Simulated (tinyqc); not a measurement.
# Thermoelectric coefficients with energy filtering, Landauer integrals: two studies

Bulk parabolic band, x = (E - Ec)/kB T, C = hbar^2/(2 m0), kB T in eV. Modes per area gv m kB T x/(4 pi C) times the back-scattering length l0 x^rr give the transport function s0 X(x), s0 = (2 q^2/h) gv m kB T l0/(4 pi C), X = x^(1 + rr), multiplied by tb for x < xb. I_k = int X (x - eta)^k w dx, w = 1/(4 cosh^2((x - eta)/2)).

Inputs (values chosen for the exercise): temperature T = 300 K; mass of one valley m = 0.25 m0; valleys gv = 2; back-scattering length at x = 1 l0 = 5.3 nm; energy exponent of that length rr = 0.5; lattice thermal conductivity kL = 0.4 W/(m K); reduced Fermi level (EF - Ec)/kB T eta = 3.6; barrier height over kB T, above Ec xb = 2.8; share of the transport function left below the barrier tb = 0.05.

Constants: q = 1.602176634e-19 C, kB = 1.380649e-23 J/K, hbar = 1.054571817e-34 J s, h = 6.62607015e-34 J s, m0 = 9.1093837015e-31 kg, Vt = kB T/q, hbar^2/(2 m0) = 0.0380998212 eV nm^2. Results are converted to the units shown.

Each table varies one quantity; the others keep the values above.

## Effect of the Fermi level

sigma = s0 I_0, S = -(kB/q) I_1/I_0, Lorenz number L = (kB/q)^2 [I_2/I_0 - (I_1/I_0)^2], kappa_e = L sigma T. Power factor S^2 sigma, ZT = S^2 sigma T/(kappa_e + kL). The integrals are converged.

Effect of the Fermi level:
```
eta   sigma (S/cm)  S (uV/K)  kappa_e (W/(m K))  power factor (mW/(m K^2))       ZT
-2.2         6.142    -535.8           0.002977                     0.1763   0.1313
-1.2         16.44    -451.7           0.007857                     0.3355   0.2468
-0.2         43.08    -370.2            0.02006                     0.5904   0.4217
0.8          107.9    -292.7            0.04893                     0.9251   0.6182
1.8          248.2    -221.7             0.1134                      1.219   0.7126
2.8          494.0    -161.6             0.2420                      1.291   0.6031
3.8          825.8    -117.7             0.4518                      1.145   0.4031
4.8           1198    -89.62             0.7258                     0.9625   0.2565
5.8           1594    -72.34              1.034                     0.8340   0.1744
6.8           2014    -61.14              1.362                     0.7529   0.1282
7.8           2463    -53.26              1.705                     0.6986  0.09958
```

What does the table show?

sigma rises from 6.14 to 2460 S/cm, and S rises from -536 to -53.3 uV/K. Among the rows the power factor is largest at eta = 2.8 and ZT, 0.713, at eta = 1.8, where S = -222 uV/K. ZT peaks at a lower eta than the power factor because kappa_e grows with sigma.

## Effect of the barrier height

Same model as above.

Effect of the barrier height:
```
xb   sigma (S/cm)  S (uV/K)  kappa_e (W/(m K))  power factor (mW/(m K^2))      ZT
0           834.5    -101.7             0.5383                     0.8635  0.2761
0.9         833.0    -102.4             0.5325                     0.8731  0.2809
1.9         815.6    -108.3             0.4908                     0.9570  0.3223
2.8         755.0    -125.1             0.4038                      1.182  0.4413
3.8         602.3    -162.3             0.2774                      1.587  0.7031
4.8         398.5    -214.5             0.1777                      1.833  0.9518
5.7         245.3    -261.0             0.1340                      1.671  0.9387
6.6         147.6    -290.6             0.1228                      1.246  0.7152
7.6         89.81    -286.9             0.1217                     0.7392  0.4251
```

What does the comparison show?

sigma falls from 835 to 89.8 S/cm, |S| goes from 102 through a maximum of 291 (at xb = 6.6 among the rows listed) to 287 uV/K, and the power factor goes from 0.864 through a maximum of 1.83 (at xb = 4.8 among the rows listed) to 0.739 mW/(m K^2). Without a barrier the power factor at this eta = 3.6 is 0.864; the best row is 2.12 times that. States below the Fermi level add to sigma but subtract from |S|, and the barrier removes them.

Range of the model: Parabolic bands, elastic scattering and a fixed kL make these model figures, not those of a material.

Computed by the program tinyqc: `OMP_NUM_THREADS=1 python tinyqc.py 2800131 2800132 out.jsonl`, one thread of a shared Intel Xeon 2.30GHz, about 0.03 s for the whole run.
